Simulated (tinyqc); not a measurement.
AlGaN/GaN HEMT with access regions, lumped model: effect of the barrier thickness.

A polarisation-induced electron sheet under a Schottky gate, in series with two ungated access regions and contacts. Drift law v = mu E/(1 + mu E/vs) under the gate. Currents in mA/mm, resistances in ohm mm. No self-heating, no channel-length modulation; fits for polarisation, barrier and offset are chosen for the exercise.

sigma = (5e13 x + 1.6e13 x^2) cm^-2, phiB = 0.84 + 1.3 x, dEc = 0.7 (1.71 x + x^2) in volts, Cb = eps0 eps_r/d, VT = phiB - dEc - q sigma/Cb, access density n0 = -Cb VT/q. Access resistance R(L, n) = L/(q mu n sqrt(1 - (I/(q n vs))^2)); Rs = Rc + R(Ls, n0), Rd = Rc + R(Ld, (1 - ft) n0). Vg' = Vg - I Rs, Vd' = Vd - I (Rs + Rd); with u = Vg' - VT, Vc = vs Lg/mu and w the smaller of Vd' and Vc [sqrt(1 + 2 u/Vc) - 1] (0 if negative), the channel gives (mu Cb/Lg)(u w - w^2/2)/(1 + w/Vc). I equals that channel current. Isat is I at Vd = 10 V, gm = dIsat/dVg, Ron the limit of Vd/I at small Vd.

Values chosen for this exercise; values close to those of AlGaN/GaN structures:
- x = 0.27 (aluminium share of the barrier)
- eps_r = 9.3 (relative permittivity of barrier and channel)
- mu = 1800 cm^2/(V s) (channel mobility)
- vs = 1e7 cm/s (saturation velocity)
- Lg = 1 um (gate length)
- Ls = 1.5 um (source access length)
- Ld = 12 um (drain access length)
- Rc = 0.35 ohm mm (resistance of each contact)
- ft = 0.48 (share of the drain-access electrons removed by traps)
- Vg = -1 V (gate voltage)

Constants: q = 1.602176634e-19 C, eps0 = 8.8541878128e-14 F/cm where lengths are in cm. Results are converted to the units shown.

Effect of the barrier thickness:
```
d (nm)  VT (V)  n0 (cm^-2)  Ron (ohm mm)  Isat (mA/mm)  gm (mS/mm)
8       -1.466    9.419e12         10.91         86.07       274.2
11      -2.322    1.085e13         9.116         301.0       303.2
14      -3.178    1.167e13         8.437         485.8       283.2
18      -4.320    1.233e13         7.975         681.2       250.6
22      -5.461    1.276e13         7.712         814.3       61.18
27      -6.888    1.311e13         7.509         850.9       15.57
33      -8.600    1.339e13         7.355         873.7       8.019
```

What does the table show?

As d goes from 8 to 33 nm, Ron falls from 10.9 to 7.36 ohm mm, Isat rises from 86.1 to 874 mA/mm and gm goes from 274 through a maximum of 303 (at d = 11 nm among the rows listed) to 8.02 mS/mm. VT falls from -1.47 to -8.60 V. For d = 18 to 33 nm the power passes 5 W/mm, where self-heating, left out here, lowers the current. For d = 22 to 33 nm the gated channel is not yet saturated at 10 V, because the access regions take the voltage, and gm drops.

Numbers from tinyqc (`OMP_NUM_THREADS=1 python tinyqc.py 2570002 2570003 out.jsonl`; about 0.02 s on one thread of a shared Intel Xeon 2.30GHz).
